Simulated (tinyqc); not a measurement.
Worked calculation (part 3 of 3): UHF in the sto-3g basis, for H6, spin multiplicity 1. This run ends on a higher stationary point, not on the lowest solution. Computed by tinyqc, a small Python program that keeps every step (integrals from PySCF). Command: `OMP_NUM_THREADS=1 python tinyqc.py 23945 23946 out.jsonl` (the two numbers bound the seeds that draw the settings). One thread of a shared host (Intel(R) Xeon(R) Processor @ 2.60GHz), about 0.1 s of CPU time with the checks.

Geometry (angstrom):

| atom | x | y | z |
|---|---|---|---|
| H | 0.000000 | 0.000000 | 0.000000 |
| H | 0.000000 | 0.000000 | 1.209000 |
| H | 0.000000 | 0.000000 | 2.904000 |
| H | 0.000000 | 0.000000 | 4.114000 |
| H | 0.000000 | 0.000000 | 5.809000 |
| H | 0.000000 | 0.000000 | 7.018000 |

## Convergence

Stop when the energy changes by less than 1e-10 hartree and every element of the error matrix X^T (F D S - S D F) X (for each spin) is below 3e-06.

Course of the cycle:

| iteration | E (hartree) | change | largest element of the error matrix |
|---|---|---|---|
| 1 | -2.66677305 | - | 2.10e-01 |
| 2 | -2.99512425 | -3.28e-01 | 3.82e-02 |
| 3 | -3.00349256 | -8.37e-03 | 6.76e-03 |
| 4 | -3.00428319 | -7.91e-04 | 2.36e-03 |
| 5 | -3.00434143 | -5.82e-05 | 2.44e-03 |
| 6 | -3.00397352 | 3.68e-04 | 1.38e-03 |
| 7 | -3.00384843 | 1.25e-04 | 1.66e-04 |
| 8 | -3.00384756 | 8.73e-07 | 1.82e-05 |
| 9 | -3.00384755 | 7.50e-09 | 5.60e-06 |
| 10 | -3.00384755 | -3.24e-10 | 4.57e-06 |
| 11 | -3.00384755 | -2.66e-10 | 4.54e-06 |
| 12 | -3.00384755 | -4.06e-10 | 4.53e-06 |
| 13 | -3.00384757 | -1.77e-08 | 4.37e-06 |
| 14 | -3.00384760 | -2.73e-08 | 4.02e-06 |
| 15 | -3.00384760 | 3.12e-10 | 4.03e-06 |
| 16 | -3.00384765 | -4.69e-08 | 3.34e-06 |
| 17 | -3.00384775 | -1.05e-07 | 1.43e-06 |
| 18 | -3.00384778 | -2.56e-08 | 1.47e-06 |
| 19 | -3.00384778 | -4.89e-09 | 1.14e-06 |
| 20 | -3.00384780 | -1.46e-08 | 6.10e-07 |
| 21 | -3.00384780 | -1.70e-09 | 5.24e-07 |
| 22 | -3.00384780 | -2.83e-09 | 2.59e-07 |
| 23 | -3.00384780 | 4.60e-10 | 2.68e-07 |
| 24 | -3.00384780 | -5.37e-10 | 1.77e-07 |
| 25 | -3.00384780 | 8.25e-12 | 3.31e-07 |

PySCF UHF in the same basis, after a stability check = -3.01461370 hartree

Converged in 25 iterations. But the solution lies 0.01077 hartree above the reference: it is another stationary point, not the lowest one. Reruns (cap 100 unless said): DIIS 8: converged in 20 to a higher stationary point; damping 0.5: not converged; level shift 0.5: not converged; atomic densities as start, DIIS 8: converged in 9 to a higher stationary point.

## Populations, bond orders and dipole

D(alpha) after iteration 25, lower triangle:
```
           1H 1s      2H 1s      3H 1s      4H 1s     5H 1s     6H 1s
1H 1s   0.363063
2H 1s   0.357237   0.360212
3H 1s  -0.031234   0.024924   0.361632
4H 1s  -0.085006  -0.030810   0.353317   0.362026
5H 1s   0.005303  -0.004780  -0.030855   0.024907  0.360463
6H 1s   0.023703   0.005291  -0.085006  -0.031306  0.357238  0.362821
```

D(beta) after iteration 25, lower triangle:
```
           1H 1s      2H 1s      3H 1s      4H 1s     5H 1s     6H 1s
1H 1s   0.362821
2H 1s   0.357238   0.360463
3H 1s  -0.031306   0.024907   0.362026
4H 1s  -0.085006  -0.030855   0.353317   0.361632
5H 1s   0.005291  -0.004780  -0.030810   0.024924  0.360212
6H 1s   0.023703   0.005303  -0.085006  -0.031234  0.357237  0.363063
```

overlap S, lower triangle:
```
          1H 1s     2H 1s     3H 1s     4H 1s     5H 1s     6H 1s
1H 1s  1.000000
2H 1s  0.382526  1.000000
3H 1s  0.022320  0.192742  1.000000
4H 1s  0.001319  0.022274  0.382028  1.000000
5H 1s  0.000008  0.000351  0.022274  0.192742  1.000000
6H 1s  0.000000  0.000008  0.001319  0.022320  0.382526  1.000000
```

Mulliken: Z minus the diagonal of D S on the atom; Loewdin: the same with S^(1/2) D S^(1/2); Mayer order: 2 sum_s sum (D(s) S)_ij (D(s) S)_ji over the two atoms.

Charges (e):

| atom | Mulliken | Loewdin | Mulliken spin |
|---|---|---|---|
| 1H | 0.002431 | 0.000716 | 0.000244 |
| 2H | -0.002208 | -0.000504 | -0.000247 |
| 3H | -0.000222 | -0.000213 | -0.000389 |
| 4H | -0.000222 | -0.000213 | 0.000389 |
| 5H | -0.002208 | -0.000504 | 0.000247 |
| 6H | 0.002431 | 0.000716 | -0.000244 |

Mayer bond orders:

| pair | order |
|---|---|
| 2-1 | 0.967700 |
| 3-1 | -0.000705 |
| 3-2 | 0.032766 |
| 4-1 | 0.030764 |
| 4-2 | -0.000698 |
| 4-3 | 0.937873 |
| 5-1 | -0.000029 |
| 5-2 | 0.000257 |
| 5-3 | -0.000698 |
| 5-4 | 0.032766 |
| 6-1 | 0.002265 |
| 6-2 | -0.000029 |
| 6-3 | 0.030764 |
| 6-4 | -0.000705 |
| 6-5 | 0.967700 |

dipole moment about the origin, x y z (debye): 0.000000  0.000000  0.000000

<S^2> of the determinant (pure state: 0) = 2.44e-07
